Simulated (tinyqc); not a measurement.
Central-cell correction: shallow acceptor in the spherical four-band model.

The ground state 1S3/2 has an L = 0 part f(r) and an L = 2 part g(r). In units of Ry* and a*, with Gaussians f_i = exp(-a_i r^2), g_i = r^2 exp(-a_i r^2), A = a_i + a_j and I(n) = Gamma((n + 1)/2)/(2 A^((n + 1)/2)): S_ff = I(2), S_gg = I(6), H_ff = (6 a_i a_j/A) I(2) - 2 I(1), H_gg = (14 a_i a_j/A) I(6) - 2 I(5), H_fg = -mu [15 I(2) - 20 a_j I(4) + 4 a_j^2 I(6)]; each function is then normalised. The split-off band is left out.

Converged values use 22 exponents 2.2^i, i = -7 to 14, for f and for g.

Values chosen for the exercise (out of a larger set: near those of a shallow acceptor in GaP, where the small spin-orbit splitting and strong warping make this model rough; not measured data): rc = 1.7 angstrom (radius of the central cell); Vs = (2, 0, -0.5, -1.5, -2.5, -3.5) eV (central-cell strengths).

mu = 0.46716
Ry* = 27.2659 meV
a* = 23.789 angstrom

A short-range term V exp(-r^2/rc^2) is added (negative: attracts the hole); its elements are V S (A/(A + 1/rc^2))^(3/2) for f and ^(7/2) for g, in the same units.

Results:
```
V (eV)  1S binding (meV)  2S binding (meV)  <r> (angstrom)  L = 2 weight
2.0                 32.3              9.07            31.1         0.094
0.0                 34.1              9.29            29.5         0.095
-0.5                34.7              9.37            29.0         0.096
-1.5                36.1              9.54            27.9         0.097
-3.5                40.8             10.07            24.8         0.100
```

Give the missing row, V (eV) = -2.5.

Computed row:
```
V (eV)  1S binding (meV)  2S binding (meV)  <r> (angstrom)  L = 2 weight
-2.5                38.1              9.77            26.5         0.098
```

From V = 0 to -3.5 eV the 1S binding grows by 6.7 meV (20 %) and the 2S binding by 0.77 meV, so the chemical shift sits mainly in the ground state. A repulsion of 2 eV removes 1.8 meV. The slope is 2.73 meV per eV over the last step against 0.88 on the repulsive side, since attraction pulls the state into the cell; over this range the level stays shallow.

Program tinyqc; command `OMP_NUM_THREADS=1 python tinyqc.py 1250736 1250737 out.jsonl`; about 0.04 s on one thread of a shared Intel(R) Xeon(R) Processor @ 2.30GHz.
